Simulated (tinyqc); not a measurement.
## Site energy and hopping from one surface Green function

Question. A semi-infinite chain with site energy e0 and hopping -t has g_s = 1/(E - e0 - t^2 g_s). Inside the band |g_s| = 1/t and Re g_s = (E - e0)/(2 t^2). Find t and e0.

g_s at E = -0.27 eV = -0.31500000-0.94909167i 1/eV

Answer. t = 1/|g_s|, and e0 = E - 2 t^2 Re g_s.

t = 1.00 eV
e0 = 0.360 eV

Computed by the program tinyqc: `OMP_NUM_THREADS=1 python tinyqc.py 2680012 2680013 out.jsonl`, one thread of a shared Intel Xeon 2.30GHz, about 0.05 s for the whole run.
